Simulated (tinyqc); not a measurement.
Worked calculation: CIS on RHF in the sto-3g basis, for H6, spin multiplicity 1. One step of it, computed by the program tinyqc.

Problem. CIS triplet states. Diagonalise A (1 hartree = 27.211386 eV); each vector has its largest component positive (the first on a tie).

CIS matrix A, triplet (hartree), lower triangle:
```
           1>4        1>5        1>6        2>4       2>5       2>6       3>4       3>5
1>4   0.545911
1>5   0.000000   0.919737
1>6   0.083126   0.000000   1.219533
2>4   0.000000   0.112322   0.000000   0.454214
2>5   0.112322   0.000000   0.132911   0.000000  0.769829
2>6   0.000000   0.132911   0.000000  -0.030802  0.000000  1.190266
3>4   0.028525   0.000000  -0.107371   0.000000  0.126588  0.000000  0.256934
3>5   0.000000  -0.027279   0.000000   0.126588  0.000000  0.114921  0.000000  0.616965
3>6  -0.107371   0.000000   0.086845   0.000000  0.114921  0.000000  0.031709  0.000000

          3>6
3>6  0.972084
```

Give: triplet excitation energies; lowest vectors.

Solution.

triplet excitation energies (eV): 5.666  9.491  12.416  18.278  21.677  24.497  27.115  34.299  35.558

lowest vectors:
```
     state 1  state 2  state 3  state 4  state 5  state 6
1>4   -0.046    0.000    0.880    0.000    0.411    0.000
1>5    0.000   -0.219    0.000   -0.050    0.000    0.906
1>6    0.139    0.000   -0.067    0.000   -0.231    0.000
2>4    0.000    0.842    0.000    0.493    0.000    0.215
2>5   -0.235    0.000   -0.376    0.000    0.819    0.000
2>6    0.000    0.130    0.000   -0.148    0.000   -0.341
3>4    0.961    0.000   -0.033    0.000    0.247    0.000
3>5    0.000   -0.476    0.000    0.856    0.000   -0.130
3>6   -0.027    0.000    0.280    0.000   -0.215    0.000
```
